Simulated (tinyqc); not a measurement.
## Voltage acceleration of oxide breakdown, four models on the same data: lifetime against voltage in four models

Field E = V/tox in MV/cm. Models: ln(t63/1 s) = a - c X with X = E (E model), -1/E (1/E model), ln V (power law, c the exponent n) or sqrt(E).

a and c were fitted to stress data from 5.49 to 7.48 V. Project to Vu, multiply by exp[(Ea q/kB)(1/Tu - 1/Ts)] and by ks; ten years are 3.15576e8 s.

Inputs (values chosen for the exercise): oxide thickness tox = 6.7 nm; stress temperature Ts = 373 K; use temperature Tu = 378 K; activation energy Ea = 0.74 eV; factor for area and percentile ks = 1.5e-6.

Constants: q = 1.602176634e-19 C, kB = 1.380649e-23 J/K. Results are converted to the units shown.

```
model         c         a
E       3.48009   41.1961
1/E     313.491  -25.4179
power   33.2123   69.3295
sqrt E  21.5320   74.3643
```

Lifetime against voltage in four models:
```
Vu (V)  log10 years, E  log10 years, 1/E  log10 years, power  log10 years, sqrt E
2.64            -1.519             10.06               2.652               0.2784
3.22            -2.828             3.835             -0.2129               -1.660
3.79            -4.113           -0.4258              -2.564               -3.400
4.37            -5.422            -3.620              -4.618               -5.041
4.94            -6.708            -6.029              -6.386               -6.551
5.52            -8.016            -7.969              -7.987               -8.000
6.09            -9.302            -9.516              -9.405               -9.352
6.67            -10.61            -10.82              -10.72               -10.66
```

What does the table show?

The four agree within 0.21 decades in the last row, inside the stress range, and part by 11.6 decades in the first. The local exponent -d ln t/d ln V is c E for the E model, which shrinks as V falls, constant for the power law, and c/E for the 1/E model, which grows as V falls.

Range of the model: All four laws are empirical fits; none is established far below the stress range.

tinyqc, about 0.01 s, one thread, Intel Xeon 2.30GHz (shared host): `OMP_NUM_THREADS=1 python tinyqc.py 2070046 2070047 out.jsonl`
